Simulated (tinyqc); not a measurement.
Growth mode over temperature: epitaxial growth on a vicinal surface: Burton-Cabrera-Frank step flow, step-edge barrier and island nucleation. Computed by tinyqc, a small Python program. Command: `OMP_NUM_THREADS=1 python tinyqc.py 3015114 3015115 out.jsonl stepflow walk`. One thread of a shared host (Intel(R) Xeon(R) Processor @ 2.30GHz), about 0.03 s of CPU time with the checks.

Adatoms land at rate F, hop on a square grid (a simplification for hexagonal faces), desorb, or join steps. Lengths are in units of a and n is the adatom coverage. Steps ascend at x = 0 and descend at x = l.

Inputs (values chosen for the exercise, close to those used for Si(111)):
```
quantity                     value      unit
site spacing a                3.84  angstrom
step height h                 3.14  angstrom
diffusion barrier E_d         1.11        eV
desorption energy E_a         3.06        eV
adatom formation energy E_f   1.17        eV
step-edge barrier E_s         0.18        eV
attempt frequency nu            10       THz
deposition rate F             0.87  layers/s
miscut angle                     2   degrees
temperature T                  640         C
critical nucleus size i          1         -
```

Constants: k_B = 8.617333262e-05 eV/K.

Method:
- D = nu exp(-E_d/(k_B T)) (a^2/s, nu counted per direction); tau = exp(E_a/(k_B T))/nu; x_s = sqrt(D tau); n_eq = exp(-E_f/(k_B T)); terrace width l = h/(a tan(miscut)); Schwoebel length l_s = exp(E_s/(k_B T)) - 1.
- D n'' - n/tau + F = 0 with n(0) = n_eq and -l_s n'(l) = n(l) - n_eq. With u = n - F tau, A = n_eq - F tau, y = l/x_s, s = l_s/x_s: u = A cosh(x/x_s) + B sinh(x/x_s), B = A (1 - cosh y - s sinh y)/(sinh y + s cosh y). Flux into the ascending step J+ = D B/x_s, over the descending one J- = -(D/x_s)(A sinh y + B cosh y); step velocity J+ + J-; growth rate (J+ + J-)/l. For small y: J+ + J- = (F - n_eq/tau) l, J-/J+ = l/(l + 2 l_s).
- Island density on a flat surface without desorption: N = 0.25 (F/D)^(i/(i+2)) exp(E_i/((i+2) k_B T)) per site, with E_i = 0 for i = 1; spacing l_n = N^(-1/2). Step flow needs an effective width l_eff = 2 x(peak) below l_n.
- Temperatures in kelvin are T(C) + 273.15.
- x(peak) solves tanh(x/x_s) = -B/A. Rows where evaporation outweighs deposition are left out.

Scales:
```
T (C)     x_s (a)  l_s (a)  incorporated share  l_n (a)  l_eff/l_n
440    7.7670e+06   17.709              1.0000   14.805     2.2628
490    2.7467e+06   14.442              1.0000   18.032     1.7939
540    1.1038e+06   12.050              1.0000   21.438     1.4634
590    4.9300e+05   10.246              1.0000   24.980     1.2227
640    2.4051e+05    8.850              1.0000   28.625     1.0424
690    1.2641e+05    7.747              1.0000   32.340     0.9040
740    7.0796e+04    6.859              1.0000   36.101     0.7956
790    4.1871e+04    6.133              1.0000   39.884     0.7090
840    2.5960e+04    5.531              1.0000   43.671     0.6386
```

What follows from these numbers?

The ratio falls below 1 between 640 and 690 C: islands below, step flow above. Incorporation goes from 100.0 % to 100.0 %.

Extremes, crossings and ranges named in words are read from the listed rows.
